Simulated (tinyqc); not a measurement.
From results back to parameters: one-oscillator model of a band gap. Two cases, with inputs chosen for the exercise.

Problem. A gap follows E(T) = E0 - s1 t1/(exp(t1/T) - 1) with the zero-point term ZP = s1 t1/2, which scales as M^(-1/2). The shift of E0 on going from M to M + dM and the limiting slope at high T are given.

Case 1.

Values chosen (out of a larger set: near those of AlN; not measured data): M = 20.5 u (mean atomic mass); dM = 0.8 u (change of the mean mass (not bounded by the natural isotopes)).

shift of E0 = 5.100747 meV
limiting slope s1 = 0.760 meV/K

Case 2.

Values chosen (out of a larger set: near those of GaP; not measured data): M = 50.32 u (mean atomic mass); dM = 1.3 u (change of the mean mass (not bounded by the natural isotopes)).

shift of E0 = 1.108428 meV
limiting slope s1 = 0.469 meV/K

Find: sqrt(M/(M + dM)); ZP; t1.

Solution. The shift is ZP (1 - sqrt(M/(M + dM))); then t1 = 2 ZP/s1.

Case 1.

sqrt(M/(M + dM)) = 0.981041
ZP = 269.04 meV
t1 = 708 K

Case 2.

sqrt(M/(M + dM)) = 0.987328
ZP = 87.47 meV
t1 = 373 K

Computed by tinyqc, one run a case: `OMP_NUM_THREADS=1 python tinyqc.py N N+1 out.jsonl` with N = 1850076, 1850095; one thread of a shared Intel(R) Xeon(R) Processor @ 2.30GHz, about 0.01 s a run at most.
